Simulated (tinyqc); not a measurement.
Inside a calculation: shallow acceptor in the spherical four-band model. Values are carried at full precision from step to step, so a last printed digit may differ when a step is redone from the rounded ones.

Units Ry* = Ry/(g1 eps^2) and a* = a0 eps g1; mu = (6 g3 + 4 g2)/(5 g1) is the spherical heavy-light coupling and delta = (g3 - g2)/g1 the cubic term, which is left out.

Constants: Ry = 13.60569312 eV; a0 (Bohr radius) = 0.5291772105 angstrom.

Parameters, chosen for this exercise (near those of a shallow acceptor in AlAs; not measured data):
- g1 = 3.75 (Luttinger gamma1)
- g2 = 0.82 (gamma2)
- g3 = 1.42 (gamma3)
- eps = 10.1 (dielectric constant)
- al = (0.638, 3.83) 1/a*^2 (exponents a_i, the same for f and g)
- Dso = 0.278 eV (spin-orbit splitting)

## Units and couplings

Give Ry*, a*, mu, delta and the spherical masses 1/(g1 (1 -/+ mu)).

Ry* = 35.567 meV
a* = 20.04 angstrom
mu = 0.6293
delta = 0.1600

heavy and light mass (m0): 0.7194  0.1637

A hydrogen model with the heavy mass would bind by Ry*/(1 - mu) = 96.0 meV and with the light mass by 21.8 meV. delta/mu = 0.25: the cubic term is a modest correction.

## Matrices in a small basis

The ground state 1S3/2 has an L = 0 part f(r) and an L = 2 part g(r). In units of Ry* and a*, with Gaussians f_i = exp(-a_i r^2), g_i = r^2 exp(-a_i r^2), A = a_i + a_j and I(n) = Gamma((n + 1)/2)/(2 A^((n + 1)/2)): S_ff = I(2), S_gg = I(6), H_ff = (6 a_i a_j/A) I(2) - 2 I(1), H_gg = (14 a_i a_j/A) I(6) - 2 I(5), H_fg = -mu [15 I(2) - 20 a_j I(4) + 4 a_j^2 I(6)]; each function is then normalised. The split-off band is left out.

Form S and H.

S:
```
        f1      f2      g1      g2
f1  1.0000  0.5853       0       0
f2  0.5853  1.0000       0       0
g1       0       0  1.0000  0.2866
g2       0       0  0.2866  1.0000
```

H (Ry*):
```
         f1       f2       g1       g2
f1  -0.6352  -0.8715  -1.5551  -0.4456
f2  -0.8715   5.2440  -2.6753  -9.3352
g1  -1.5551  -2.6753   3.1064   1.4651
g2  -0.4456  -9.3352   1.4651  23.4788
```

## Ground state in the small basis

Solve H u = E S u for the lowest level of the acceptor; the first half of the basis is L = 0 and the second L = 2. Give E, E without the f-g block, and the L = 2 weight u_g S_gg u_g with u S u = 1.

E = -1.473 Ry*
E without coupling = -0.674 Ry*
L = 2 weight = 0.162

Without the coupling the exact value is -1, which this basis, tuned to the compact coupled state, misses by 0.326. The coupling to L = 2 takes the level to 1.47 times that exact value.

## Converged result

Converged values use 22 exponents 2.2^i, i = -7 to 14, for f and for g.
Ground and next level of the same symmetry, L = 2 weight and mean radius.

1S3/2 and 2S3/2 (Ry*): -1.586  -0.454

binding energies (meV): 56.4  16.1

L = 2 weight = 0.178
<r> = 20.2 angstrom

The small basis reaches 93 % of the binding. The ratio 1S/2S is 3.49 (4 for hydrogen). The binding is 0.20 of Dso, so leaving out the split-off band is safe.

## Checks

- Level at mu = 0 against -1 Ry*: both -1.0000.
- Ground level from a second, denser basis, Ry*: both -1.586.

Computed by tinyqc, a small Python program: `OMP_NUM_THREADS=1 python tinyqc.py 1250860 1250861 out.jsonl` (the numbers bound the seed that draws the inputs); one thread of a shared host (Intel(R) Xeon(R) Processor @ 2.30GHz), about 0.08 s for the whole set of steps.
